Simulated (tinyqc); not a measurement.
Inside a calculation: delta-doped layer in the Thomas-Fermi potential. Values are carried at full precision from step to step, so a last printed digit may differ when a step is redone from the rounded ones.

All donors ionised in the plane z = 0, zero temperature, energies from the Fermi level EF of the Thomas-Fermi model, which lies at the bulk band edge; c = hbar^2/2m0, q = e^2/(4 pi eps0). gv = 1 equivalent valley, m_d = sqrt(m3^3/mz) in the plane. With n = (gv/3 pi^2)(m3 (-V)/c)^(3/2) and V'' = -(4 pi q/eps) n for z > 0, the solution is V = -b/(|z| + z0)^4 with sqrt(b) = 20/K, K = (4 pi q/eps)(gv/3 pi^2)(m3/c)^(3/2), and z0^5 = 4b/(e F0), e F0 = 2 pi q N/eps; 1e13/cm^2 = 1e-3/angstrom^2. Exchange and correlation are left out.

Constants: hbar^2/2m0 = 3.80998211 eV angstrom^2; e^2/(4 pi eps0) = 14.39964547 eV angstrom.

Inputs chosen for the exercise (near those of a delta-doped layer in GaAs; the results hold for these values, not for the real material):
```
symbol  value  unit         meaning
m3      0.067  m0           density-of-states mass of a valley
mz      0.067  m0           mass along z
eps     12.5                dielectric constant
N       0.23   x 1e13/cm^2  donor sheet density
```

## The Thomas-Fermi well

Give K, b, e F0, z0 and the depth b/z0^4.

K = 0.0011401 eV^(-1/2) angstrom^-2
b = 3.0771e+08 eV angstrom^4
e F0 = 0.0016648 eV/angstrom
z0 = 236.47 angstrom
depth = 0.0984 eV

Half of the electrons lie within |z| < (2^(1/5) - 1) z0 = 35.2 angstrom. The mean donor spacing in the plane is 65.9 angstrom, against a Bohr radius 0.529177 eps/m3 = 98.7 angstrom: the spacing is not small against it, so the smeared sheet is a crude model.

## Profile

V = -b/(|z| + z0)^4, n and the share of electrons beyond |z|, (z0/(|z| + z0))^5, at z = 0, 0.1, 0.25, 0.5, 1 and 2 times z0; n = (eps/(4 pi q)) 20 b/(|z| + z0)^6, q = e^2/(4 pi eps0), 1/angstrom^3 = 1e24/cm^3.

Profile:
```
z (angstrom)   V (eV)  n (1e19/cm^3)  share beyond
0.0           -0.0984          0.243         1.000
23.6          -0.0672          0.137         0.621
59.1          -0.0403         0.0637         0.328
118.2         -0.0194         0.0213         0.132
236.5         -0.0062        0.00380         0.031
472.9         -0.0012       0.000334         0.004
```

## Subbands

Subbands solve -(c/m_z) psi'' + V psi = E psi on 1280 points of spacing z0/80; up to ten levels for each group, kept if bound with an rms width below 2.5 z0.

List the bound levels with their rms width.

Subbands:
```
label  valleys g  m_d (m0)   E (eV)  rms z (angstrom)
0              1    0.0670  -0.0556              37.7
1              1    0.0670  -0.0183             100.9
2              1    0.0670  -0.0070             184.1
3              1    0.0670  -0.0017             354.2
```

The lowest level lies 44 % of the way up the well, and 1 follows 37 meV higher.

## Filling the subbands

At zero temperature n_i = g m_d (mu - E_i)/(2 pi c) for E_i < mu, c = hbar^2/2m0; find mu from sum n_i = N (1e13/cm^2 = 1e-3/angstrom^2).

mu = -0.0001 eV

n_i in the order of the list (1e13/cm^2): 0.155  0.051  0.019  0.005

4 subbands filled in part, the lowest with 68 % of the electrons. The potential was built for a Fermi level at 0; filling its quantised levels puts mu 0.1 % of the depth below that, which shows how nearly the two pictures agree.

## Estimate from a V-shaped well

Near z = 0 the well is -depth + e F0 |z|, whose levels are a (c (e F0)^2/m_z)^(1/3) with a = 1.018793 (even) and 2.338107 (odd); c = hbar^2/2m0, m_z = mz.

levels 0 and 1 (eV): -0.0434  0.0279

Level 0 comes out 12 meV too high, since screening flattens the true well away from the plane, and level 1 lands above the rim at 0.

## Checks

- Integral of the Thomas-Fermi density against N, 1e13/cm^2: both 0.2300.
- Lowest level on a finer grid (z0/200), eV: both -0.056.

Program tinyqc; command `OMP_NUM_THREADS=1 python tinyqc.py 1281906 1281907 out.jsonl`; about 0.1 s on one thread of a shared Intel(R) Xeon(R) Processor @ 2.30GHz.
